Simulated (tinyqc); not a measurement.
# Worked calculation: MOS inversion layer, Poisson-Schroedinger loop

tinyqc, about 0.8 s, one thread, Intel Xeon 2.30GHz (shared host): `OMP_NUM_THREADS=1 python tinyqc.py 2160156 2160157 out.jsonl` Printed values are rounded.

Electrons confined at an insulator interface at z = 0, treated as a hard wall; parabolic valleys, Hartree approximation, no image or exchange terms. The depletion charge lies far deeper than the electrons and gives a uniform field q Nd/(eps0 eps_r); the gate balances all charge. Energies are counted from the band edge at the interface.

Parameters, values chosen for the exercise; masses and permittivity close to those of silicon (111): temperature T = 300 K; relative permittivity eps_r = 11.7; mass along z of valley set A (6 valley(s)) mz1 = 0.26 m0; in-plane density-of-states mass of set A md1 = 0.362 m0; sheet density of electrons Ns = 1e13 cm^-2; sheet density of depletion charge Nd = 5e11 cm^-2; mesh step hz = 0.84 nm; mixing factor a = 0.7.

Constants: q = 1.602176634e-19 C, kB = 1.380649e-23 J/K, hbar = 1.054571817e-34 J s, m0 = 9.1093837015e-31 kg, Vt = kB T/q, eps0 = 8.8541878128e-14 F/cm where lengths are in cm, hbar^2/(2 m0) = 0.0380998212 eV nm^2. Results are converted to the units shown.

## Fixed part of the potential

| node | z (nm) |
|---|---|
| 1 | 0.84 |
| 2 | 1.68 |
| 3 | 2.52 |
| 4 | 3.36 |
| 5 | 4.2 |
| 6 | 5.04 |
| 7 | 5.88 |
| 8 | 6.72 |
| 9 | 7.56 |
| 10 | 8.4 |
| 11 | 9.24 |
| 12 | 10.08 |
| 13 | 10.92 |
| 14 | 11.76 |

V0 = q Nd z/(eps0 eps_r) in eV.

| node | fixed potential V0 (eV) |
|---|---|
| 1 | 0.00649569 |
| 2 | 0.01299137 |
| 3 | 0.01948706 |
| 4 | 0.02598275 |
| 5 | 0.03247844 |
| 6 | 0.03897412 |
| 7 | 0.04546981 |
| 8 | 0.05196550 |
| 9 | 0.05846118 |
| 10 | 0.06495687 |
| 11 | 0.07145256 |
| 12 | 0.07794824 |
| 13 | 0.08444393 |
| 14 | 0.09093962 |

## Round 1: levels and probability densities

| node | self-consistent potential U at the start (eV) |
|---|---|
| 1 | 0 |
| 2 | 0 |
| 3 | 0 |
| 4 | 0 |
| 5 | 0 |
| 6 | 0 |
| 7 | 0 |
| 8 | 0 |
| 9 | 0 |
| 10 | 0 |
| 11 | 0 |
| 12 | 0 |
| 13 | 0 |
| 14 | 0 |

Tridiagonal Hamiltonian with psi = 0 one step beyond both ends: H_ii = C (1/m_(i-1/2) + 1/m_(i+1/2))/hz^2 + V0_i + U_i, H_(i,i+1) = -C/(m_(i+1/2) hz^2), C = hbar^2/(2 m0). The lowest 2 level(s) are kept, normalised to hz sum |psi|^2 = 1. The mass is the same on all intervals.

levels (eV): A1 0.04806237, A2 0.08615307

| node | \|psi\|^2 of A1 (1/nm) | \|psi\|^2 of A2 (1/nm) |
|---|---|---|
| 1 | 0.0360292 | 0.0424796 |
| 2 | 0.1167151 | 0.1109939 |
| 3 | 0.1898918 | 0.1175414 |
| 4 | 0.2208405 | 0.0587936 |
| 5 | 0.2062482 | 0.0051629 |
| 6 | 0.1634391 | 0.0137682 |
| 7 | 0.1133769 | 0.0783291 |
| 8 | 0.0701986 | 0.1502203 |
| 9 | 0.0392694 | 0.1861826 |
| 10 | 0.0199664 | 0.1746071 |
| 11 | 0.0092035 | 0.1307427 |
| 12 | 0.0037665 | 0.0782390 |
| 13 | 0.0012702 | 0.0348906 |
| 14 | 0.0002609 | 0.0085250 |

## Round 1: Fermi level and occupations

Level k holds N_k = D_k Vt ln(1 + exp((EF - E_k)/Vt)) with D = 6 md1 m0 q/(pi hbar^2) per eV (spin included); EF is fixed by sum N_k = Ns.

EF = 0.02452543 eV
N_k (cm^-2): A1 7.931470e12, A2 2.068530e12

## Round 1: density, output potential and mixing

n_i = sum_k N_k |psi_k|^2 (converted to cm^-3). Hartree part by Gauss: on the interval before node i the electrons still beyond are S_i = Ns - hz sum_(j<i) n_j, and U_i = U_(i-1) + q S_i hz/(eps0 eps_r) in eV, U_0 = 0 at the interface. Mixing: U(new) = U + a (U(out) - U).

| node | n (1e19 cm^-3) | U(out) (eV) | U after round 1 (eV) |
|---|---|---|---|
| 1 | 0.373635 | 0.1299137 | 0.0909396 |
| 2 | 1.155317 | 0.2557501 | 0.1790251 |
| 3 | 1.749259 | 0.3689788 | 0.2582851 |
| 4 | 1.873206 | 0.4631182 | 0.3241827 |
| 5 | 1.646531 | 0.5368158 | 0.3757711 |
| 6 | 1.324792 | 0.5925452 | 0.4147817 |
| 7 | 1.061271 | 0.6338175 | 0.4436723 |
| 8 | 0.867513 | 0.6635084 | 0.4644559 |
| 9 | 0.696588 | 0.6837323 | 0.4786126 |
| 10 | 0.519543 | 0.6963545 | 0.4874482 |
| 11 | 0.343442 | 0.7033071 | 0.4923150 |
| 12 | 0.191713 | 0.7065118 | 0.4945583 |
| 13 | 0.082247 | 0.7076244 | 0.4953371 |
| 14 | 0.019704 | 0.7078394 | 0.4954876 |

## Course of the self-consistent loop

Start from U = 0. Stop when the largest |U(out) - U| is below 1e-7 eV, or after 120 rounds.

Course of the iteration:

| round | level A1 (eV) | EF (eV) | largest \|U(out) - U\| (eV) |
|---|---|---|---|
| 1 | 0.04806237 | 0.02452543 | 0.708 |
| 2 | 0.2798966 | 0.2635032 | 0.233 |
| 3 | 0.2909550 | 0.2734612 | 0.0311 |
| 4 | 0.3070365 | 0.2893081 | 4.73e-3 |
| 5 | 0.3098875 | 0.2920464 | 2.99e-3 |
| 6 | 0.3110453 | 0.2932425 | 8.29e-4 |
| 7 | 0.3111216 | 0.2932946 | 7.42e-4 |
| 8 | 0.3112877 | 0.2934744 | 3.43e-4 |
| 9 | 0.3112544 | 0.2934333 | 2.20e-4 |
| ... | ... | ... | ... |
| 15 | 0.3112823 | 0.2934639 | 7.32e-6 |
| 16 | 0.3112834 | 0.2934652 | 4.17e-6 |
| 17 | 0.3112828 | 0.2934645 | 2.38e-6 |
| 18 | 0.3112831 | 0.2934649 | 1.36e-6 |
| 19 | 0.3112829 | 0.2934647 | 7.77e-7 |
| 20 | 0.3112830 | 0.2934648 | 4.43e-7 |
| 21 | 0.3112830 | 0.2934647 | 2.53e-7 |
| 22 | 0.3112830 | 0.2934648 | 1.44e-7 |
| 23 | 0.3112830 | 0.2934647 | 8.24e-8 |

Converged in 23 rounds. Towards the end the residual shrinks by a factor of about 0.57 a round.

## Converged levels, occupations and centroid

| node | converged U (eV) |
|---|---|
| 1 | 0.1299137 |
| 2 | 0.2268381 |
| 3 | 0.2798476 |
| 4 | 0.3054337 |
| 5 | 0.3180337 |
| 6 | 0.3248656 |
| 7 | 0.3288677 |
| 8 | 0.3312344 |
| 9 | 0.3325693 |
| 10 | 0.3332628 |
| 11 | 0.3335851 |
| 12 | 0.3337134 |
| 13 | 0.3337531 |
| 14 | 0.3337602 |

Solve for the levels with V0 + U, find EF, n_i = sum_k N_k |psi_k|^2 (in cm^-3); share of each level N_k/Ns; centroid sum n z/sum n.

levels (eV): A1 0.3112830, A2 0.3949148
EF = 0.2934647 eV
shares (%): A1 95.41108, A2 4.58892

| node | n (1e19 cm^-3) |
|---|---|
| 1 | 3.023012 |
| 2 | 4.024177 |
| 3 | 2.512967 |
| 4 | 1.189993 |
| 5 | 0.528562 |
| 6 | 0.259315 |
| 7 | 0.149869 |
| 8 | 0.094539 |
| 9 | 0.058783 |
| 10 | 0.034011 |
| 11 | 0.017777 |
| 12 | 0.008122 |
| 13 | 0.002987 |
| 14 | 0.000649 |

centroid = 2.158037 nm

An 800-node mesh to 20 nm with 8 levels a set gives A1 = 0.3160 eV, EF = 0.2981 eV and a centroid of 2.261 nm; the levels kept above hold 98.8 % of the electrons there. The coarse centroid is 4.5 % below the fine one.

## Closed-form estimates

Triangular well: E_k = a_k (C F^2/mz)^(1/3), a_1 = 2.338107, a_2 = 4.087949, C = hbar^2/(2 m0), F in eV/nm. Fang-Howard (all electrons in the lowest level of set A): b^3 = 6 (mz1/C) q (Nd + 11 Ns/32)/(eps0 eps_r), centroid 3/b, level C b^2/(4 mz1) + (3/b) q (Nd + 11 Ns/16)/(eps0 eps_r). Use F = q (Nd + Ns)/(eps0 eps_r), the surface field, and F = q (Nd + Ns/2)/(eps0 eps_r).

A1 with the surface field = 0.3669085 eV
A1 with Nd + Ns/2 = 0.2384185 eV
A2 with Nd + Ns/2 = 0.4168512 eV
b = 1.356020 1/nm
Fang-Howard centroid = 2.212357 nm
Fang-Howard level = 0.3197071 eV

Against the self-consistent A1 = 0.3160 eV on a fine mesh, the surface-field estimate is 16 % above it, the half-charge one 25 % below it and Fang-Howard 1.2 % above it. A1 holds 95.1 % of the electrons, and the Fang-Howard centroid is 2.1 % below the full one.
